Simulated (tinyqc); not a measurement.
Area and perimeter leakage from two diodes.

Inverse problem. A square diode and a finger diode leak I = JA area + JP perimeter. Find JA, JP and the side of the square at which both parts are equal.

areas (um^2): [40000, 236000]
perimeters (um): [800, 48380]
leakage currents (pA): [0.988, 53.855200]

Solution. Two linear equations give JA and JP; for a square of side a, JA a^2 = 4 JP a at a = 4 JP/JA.

JA = 2.700e-10 A/cm^2
JP = 1.100e-11 A/cm
side for equal parts = 1630 um

Program tinyqc, `OMP_NUM_THREADS=1 python tinyqc.py 2290029 2290030 out.jsonl`; Intel Xeon 2.30GHz, shared host, one thread, about 0.01 s.
